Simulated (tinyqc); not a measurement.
Comparisons within one model: deformation-potential model of the X valleys of a conduction band. A value that a table varies takes the place of the one given here.

Valleys with axes along x, y and z, one whole valley each. Herring-Vogt shift of a valley with unit axis a: dE = Xd tr(e) + Xu a.e.a. Non-degenerate shares n_i = exp(-dE_i/kT)/sum_j exp(-dE_j/kT). Inverse mass tensor of a valley: (1 - a a)/mt + a a/ml; the masses are taken as independent of strain.

s11 = (C11 + C12)/((C11 - C12)(C11 + 2 C12)), s12 = -C12/((C11 - C12)(C11 + 2 C12)), s44 = 1/C44; exx = s11 sxx + s12 (syy + szz) and cyclic, exy = s44 sxy/2; tension is positive. A uniaxial stress X along the unit vector n is s_ij = X n_i n_j.

Constants: kB = 8.617333262e-05 eV/K.

Parameters, chosen for this exercise (near those of AlAs; shifted at random, so the results belong to these values and not to a real crystal):

| symbol | value | unit | meaning |
|---|---|---|---|
| ml | 1.088 | m0 | longitudinal mass |
| mt | 0.207 | m0 | transverse mass |
| Xd | 1.07 | eV | dilation potential |
| Xu | 5.71 | eV | uniaxial potential |
| C11 | 123 | GPa |  |
| C12 | 56 | GPa |  |
| C44 | 51.1 | GPa |  |
| load | uniaxial [110] |  | kind of stress |
| T | 400 | K | temperature |
| X1 | 0.5 | GPa | size of the stress |
| X | -1.88 | GPa | stress |

## Sweep of a uniaxial [110] stress

m_c = 1/(u.M.u) along [100] with M = sum_i n_i (inverse mass tensor); gain against zero stress at a fixed scattering time.

Results:

| X (GPa) | spread (meV) | lowest edge (meV) | n x | n y | n z | m_c (m0) | gain (%) |
|---|---|---|---|---|---|---|---|
| -2.00 | 85.2 | -53.7 | 0.480 | 0.480 | 0.040 | 0.3385 | -16.2 |
| -1.00 | 42.6 | -26.9 | 0.437 | 0.437 | 0.127 | 0.3202 | -11.5 |
| -0.40 | 17.0 | -10.7 | 0.383 | 0.383 | 0.234 | 0.3001 | -5.5 |
| 0.00 | 0.0 | 0.0 | 0.333 | 0.333 | 0.333 | 0.2835 | 0.0 |
| 0.40 | 17.0 | -6.3 | 0.275 | 0.275 | 0.450 | 0.2662 | 6.5 |
| 1.00 | 42.6 | -15.8 | 0.184 | 0.184 | 0.633 | 0.2432 | 16.6 |
| 2.00 | 85.2 | -31.5 | 0.072 | 0.072 | 0.856 | 0.2199 | 29.0 |

What can be read from the table?

Along [100] the gain is -16.2 % at -2.00 GPa and +29.0 % at 2.00 GPa. The slope at zero stress (from +/- 0.001 GPa), +15.2 % per GPa, carried to the ends would give -30 and +30 %; the response falls behind at both ends, as it saturates once the spread passes a few kT (kT = 34.5 meV, spread up to 85 meV).

## Gain for each load and current direction

Each load has the size X1. Gain m_c(0)/m_c - 1 in per cent from repopulation alone, m_c = 1/(u.M.u), M = sum_i n_i (inverse mass tensor); biaxial means sxx = syy.

Gain (%); + is tension, - compression:

| load | [100] | [010] | [001] | [110] | [1-10] | [111] |
|---|---|---|---|---|---|---|
| uniaxial [110] (+) | 8.2 | 8.2 | -16.4 | 8.2 | 8.2 | 0.0 |
| uniaxial [110] (-) | -6.7 | -6.7 | 13.4 | -6.7 | -6.7 | 0.0 |
| uniaxial [100] (+) | 22.9 | -11.5 | -11.5 | 5.7 | 5.7 | 0.0 |
| uniaxial [100] (-) | -33.2 | 16.6 | 16.6 | -8.3 | -8.3 | 0.0 |
| uniaxial [111] (+) | 0.0 | 0.0 | 0.0 | 0.0 | 0.0 | 0.0 |
| uniaxial [111] (-) | 0.0 | 0.0 | 0.0 | 0.0 | 0.0 | 0.0 |
| biaxial (001) (+) | 16.6 | 16.6 | -33.2 | 16.6 | 16.6 | 0.0 |
| biaxial (001) (-) | -11.5 | -11.5 | 22.9 | -11.5 | -11.5 | 0.0 |

What does this show, and why?

The largest gain is +22.9 %, for uniaxial [100] (+) with the current along [100] and biaxial (001) (-) with the current along [001]; for a [110] channel it is +16.6 %, under biaxial (001) (+). No gain or loss appears under uniaxial [111]: the valleys stay equivalent (in real silicon shear also changes the masses, which this model leaves out).

## Temperature and repopulation

The load is fixed; m_c along [100] as 1/(u.M.u).

Results:

| T (K) | kT (meV) | n x | n y | n z | m_c (m0) |
|---|---|---|---|---|---|
| 50 | 4.31 | 0.500 | 0.500 | 0.000 | 0.3478 |
| 77 | 6.64 | 0.500 | 0.500 | 0.000 | 0.3478 |
| 150 | 12.93 | 0.499 | 0.499 | 0.001 | 0.3476 |
| 225 | 19.39 | 0.496 | 0.496 | 0.008 | 0.3459 |
| 300 | 25.85 | 0.489 | 0.489 | 0.022 | 0.3427 |
| 400 | 34.47 | 0.477 | 0.477 | 0.047 | 0.3371 |
| 500 | 43.09 | 0.464 | 0.464 | 0.072 | 0.3315 |

What can be read from the table?

The largest share falls from 0.500 at 50 K to 0.464 at 500 K (equal shares: 0.333); m_c goes from 0.3478 to 0.3315, against 0.2835 without stress. Only spread/kT enters, so the small-stress response goes as 1/T.

## What each parameter does

Spread of the valley edges, lowest edge, largest share and m_c along [100]. Each row changes one parameter from the base and keeps the others.

Results:

| case | spread (meV) | lowest edge (meV) | largest share | m_c (m0) |
|---|---|---|---|---|
| base | 80.11 | -50.49 | 0.4767 | 0.3371 |
| ml = 0.87 m0 | 80.11 | -50.49 | 0.4767 | 0.3251 |
| mt = 0.166 m0 | 80.11 | -50.49 | 0.4767 | 0.2785 |
| Xd = 1.284 eV | 80.11 | -52.20 | 0.4767 | 0.3371 |
| Xu = 4.568 eV | 64.09 | -42.10 | 0.4639 | 0.3315 |
| C11 = 98.4 GPa | 126.59 | -68.76 | 0.4937 | 0.3449 |
| C12 = 67.2 GPa | 96.19 | -53.78 | 0.4851 | 0.3409 |
| C44 = 40.88 GPa | 80.11 | -50.49 | 0.4767 | 0.3371 |
| X = -2.256 GPa | 96.13 | -60.59 | 0.4851 | 0.3409 |
| T = 320 K | 80.11 | -50.49 | 0.4867 | 0.3416 |

How do the results move?

The largest shifts from the base row, up to three for each result and ties (the steps differ in size, so this ranks the rows, not the parameters). spread (meV): C11 +46.48, C12 +16.08, Xu -16.02, X +16.02; unchanged at the printed digits by ml, mt, Xd, C44 and T. lowest edge (meV): C11 -18.27, X -10.10, Xu +8.39; unchanged at the printed digits by ml, mt, C44 and T. largest share: C11 +0.0171, Xu -0.0128, T +0.0100; unchanged at the printed digits by ml, mt, Xd and C44. m_c (m0): mt -0.0586, ml -0.0120, C11 +0.0078; unchanged at the printed digits by Xd and C44. Xd moves all valleys together, so it shifts the edge and nothing else.

Program tinyqc; command `OMP_NUM_THREADS=1 python tinyqc.py 1080332 1080333 out.jsonl`; about 0.05 s on one thread of a shared Intel(R) Xeon(R) Processor @ 2.30GHz.
